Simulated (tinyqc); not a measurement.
# Frequency dispersion of an accumulation capacitance by border traps, distributed model: two studies

Traps spread evenly through the insulator exchange electrons with the semiconductor by tunnelling, with tau(x) = t0 exp(2 ka x) at depth x from the interface. The admittance per area Y seen at depth x obeys dY/dx = -Y^2/(i w eps0 eox) + q Nb ln(1 + i w tau)/tau, with Y(0) = i w Cs and w = 2 pi f; the gate sees Y(tox) = G + i w C. Working variable y = Y/(i w), in uF/cm^2. Cox = eps0 eox/tox.

Values chosen for this exercise; permittivity close to that of hafnium oxide:
```
symbol,value,unit,meaning
eox,19,,relative permittivity of the insulator
tox,6.4,nm,insulator thickness
Cs,0.81,uF/cm^2,semiconductor capacitance in accumulation
Nb,2.4e19,cm^-3 eV^-1,density of border traps
ka,4.4,1/nm,decay constant of the wave function in the insulator
t0,3e-9,s,time constant of a trap at the interface
f,10000,Hz,frequency
```

Constants: q = 1.602176634e-19 C, eps0 = 8.8541878128e-14 F/cm where lengths are in cm. Results are converted to the units shown.

Each table varies one quantity; the others keep the values above.

## Capacitance and loss against frequency

Cox; trap-free value 1/(1/Cox + 1/Cs); response depth d = ln(1/(w t0))/(2 ka), where w tau = 1; lumped estimate: all traps within d act as C_bt = q Nb d placed at d/2, so C = 1/{1/[1/(1/Cs + d/(2 eps0 eox)) + C_bt] + (tox - d/2)/(eps0 eox)}. C and G from a fine integration; dispersion -d C/d log10 f over C, from f times and over 1.1. For a broad spread of time constants G/w is close to -(pi/2) dC/d ln w.

The same in every row: trap-free C (uF/cm^2) = 0.6192.

Results:
```
f (Hz),d (nm),C (uF/cm^2),G/w (uF/cm^2),dispersion (% a decade),-(pi/2) dC/d ln w (uF/cm^2),lumped C (uF/cm^2)
10,1.760,1.012,0.03638,5.265,0.03636,0.9842
100,1.498,0.9590,0.03632,5.548,0.03630,0.9325
1000,1.236,0.9058,0.03643,5.892,0.03640,0.8802
10000,0.9746,0.8522,0.03671,6.310,0.03669,0.8272
1e5,0.7129,0.7981,0.03716,6.824,0.03715,0.7732
1e7,0.1896,0.6872,0.03654,8.193,0.03841,0.6613
```

Estimate the missing row, f = 1e6 Hz.

Computed row:
```
f (Hz),d (nm),C (uF/cm^2),G/w (uF/cm^2),dispersion (% a decade),-(pi/2) dC/d ln w (uF/cm^2),lumped C (uF/cm^2)
1e6,0.4513,0.7432,0.03765,7.462,0.03783,0.7180
```

With this row back in the table: C falls from 1.012 to 0.6872 uF/cm^2, towards the trap-free 0.6192; each decade of frequency removes ln 10/(2 ka) = 0.262 nm from the response depth. The dispersion rises from 5.27 to 8.19 % a decade and G/w moves up and down between 0.0363 and 0.0376 uF/cm^2. G/w lies between 0.951 and 1.00 times -(pi/2) dC/d ln w, the relation for a broad spread of time constants.

## Effect of the density of border traps

Same model as above.

The same in every row: d (nm) = 0.9746; trap-free C (uF/cm^2) = 0.6192.

Results:
```
Nb (cm^-3 eV^-1),C (uF/cm^2),G/w (uF/cm^2),dispersion (% a decade),-(pi/2) dC/d ln w (uF/cm^2),lumped C (uF/cm^2)
1e18,0.6299,0.001836,0.4272,0.001836,0.6287
6e18,0.6820,0.01057,2.271,0.01057,0.6751
1e19,0.7221,0.01705,3.461,0.01705,0.7108
3e19,0.9036,0.04389,7.113,0.04385,0.8732
7e19,1.193,0.07815,9.578,0.07792,1.134
2e20,1.754,0.1157,9.581,0.1146,1.648
4e20,2.159,0.1198,8.025,0.1182,2.026
```

Estimate the missing row, Nb = 2e18 cm^-3 eV^-1.

Computed row:
```
Nb (cm^-3 eV^-1),C (uF/cm^2),G/w (uF/cm^2),dispersion (% a decade),-(pi/2) dC/d ln w (uF/cm^2),lumped C (uF/cm^2)
2e18,0.6405,0.003641,0.8332,0.003641,0.6381
```

With this row back in the table: As Nb goes from 1e18 to 4e20, C rises from 0.630 to 2.16 uF/cm^2, the dispersion goes from 0.427 through a maximum of 9.58 (at Nb = 2e20 among the rows listed) to 8.02 % a decade and G/w rises from 0.00184 to 0.120 uF/cm^2. The lumped estimate is 0.19 % below C in the first row and 6.1 % below it in the last. The dispersion goes as Nb^(0.96) between the first two rows and Nb^(-0.26) between the last two: dense traps near the interface screen those behind them.

Computed by the program tinyqc: `OMP_NUM_THREADS=1 python tinyqc.py 2202127 2202128 out.jsonl`, one thread of a shared Intel Xeon 2.30GHz, about 0.4 s for the whole run.
